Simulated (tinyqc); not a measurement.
From results back to parameters: polytypes by hexagonality, and a cubic inclusion as a quantum well. Two cases, with inputs chosen for the exercise.

Problem. A square well of depth V with masses m_w inside and m_b outside (first and second entry of m) binds its lowest level at the given depth below the barrier: k tan(k L/2) = (m_w/m_b) q, k = sqrt(m_w E/c), q = sqrt(m_b (V - E)/c), c = hbar^2/2m0. How many double layers wide is it?

Constants: hbar^2/2m0 = 3.80998211 eV angstrom^2.

Find: k; q; L; N.

Method. L = (2/k) arctan((m_w/m_b) q/k), and N = L/d.

Case 1.

Values chosen (out of a larger set: of the order of those of GaAs; not measured data): m = (0.062, 0.062) m0 (electron mass along c in the cubic layer and in the host); d = 3.27 angstrom (thickness of a double layer).

V = 0.09800 eV
depth V - E = 0.01254 eV

Solution.

k = 0.0373 1/angstrom
q = 0.0143 1/angstrom
L = 19.62 angstrom
N = 6.0

Case 2.

Values chosen (out of a larger set: of the order of those of InAs; not measured data): m = (0.027, 0.024) m0 (electron mass along c in the cubic layer and in the host); d = 3.504 angstrom (thickness of a double layer).

V = 0.08800 eV
depth V - E = 0.01037 eV

Solution.

k = 0.0235 1/angstrom
q = 0.0081 1/angstrom
L = 31.54 angstrom
N = 9.0

Computed by tinyqc, one run a case: `OMP_NUM_THREADS=1 python tinyqc.py N N+1 out.jsonl` with N = 1850887, 1850945; one thread of a shared Intel(R) Xeon(R) Processor @ 2.30GHz, about 0.1 s a run at most.
